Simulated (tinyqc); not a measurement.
## Inductance and parasitic capacitance from two readings

Question. A loss-free coil L in parallel with C shows the apparent inductance L/(1 - w^2 L C), w = 2 pi f. Find L, C and the self-resonance 1/(2 pi sqrt(L C)).

apparent inductance at 6 and 9.2 GHz (nH): [1.7109466, 2.9864846]

Answer. The inverse of the reading is 1/L - w^2 C, a straight line in w^2.

L = 1.300 nH
C = 130.0 fF
self-resonance = 12.24 GHz

Numbers from tinyqc (`OMP_NUM_THREADS=1 python tinyqc.py 2302049 2302050 out.jsonl`; about 0.01 s on one thread of a shared Intel Xeon 2.30GHz).
